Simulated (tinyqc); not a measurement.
# Changing the time t

Model: growth of a silicide layer between metal and silicon: linear-parabolic kinetics, ramp anneals and Kissinger analysis. Computed by tinyqc, a small Python program. Command: `OMP_NUM_THREADS=1 python tinyqc.py 3016984 3016985 out.jsonl silicide sweep`. One thread of a shared host (Intel(R) Xeon(R) Processor @ 2.30GHz), about 0.05 s of CPU time with the checks.

One compound layer of thickness x grows by diffusion through itself and reaction at an interface, dx/dt = 1/(2x/K + 1/v), until the metal is used up at x = a h.

Inputs (values chosen for the exercise, modelled on Ni2Si):
```
quantity                                 value    unit
metal thickness h                          6.4      nm
silicide formed per metal thickness a     1.47       -
prefactor of the parabolic constant K  2.5e+15  nm^2/s
activation energy E of K                  1.53      eV
prefactor of the interface velocity v  1.7e+15    nm/s
activation energy E_v                     1.68      eV
temperature T                              265       C
```

Constants: k_B = 8.617333262e-05 eV/K.

Method:
- The silicide ends at the thickness a h.
- K = K0 exp(-E/(k_B T)), v = v0 exp(-E_v/(k_B T)).
- Temperatures in kelvin are T(C) + 273.15.
- x^2/K + x/v = t, so x = (K/(2v)) [sqrt(1 + 4 v^2 t/K) - 1], capped at a h; completion time t_c = (a h)^2/K + a h/v, a h being the final thickness; crossover thickness K/v.

One run for each value:
```
time t (s)  thickness at time t (nm)
0.3                            0.094
0.95                           0.296
3                              0.920
9.5                            2.778
30                             7.798
95                             9.408
300                            9.408
950                            9.408
3000                           9.408
```

What does the table show, and why?

Over the rows, thickness at time t (nm) rises from 0.0940 to 9.41, flat over part of the range. At the low end the exponent of thickness at time t is 1.00, close to 1: interface control. At the high end the exponent of thickness at time t is 0.00, close to 0: the metal is used up. Growth is linear well below the crossover thickness K/v, would be parabolic well above it, and ends at a h = 9.408 nm.

Caution (rows 0.300, 0.950): a thickness below one atomic layer means that growth has not started.

Extremes, crossings and ranges named in words are read from the listed rows.
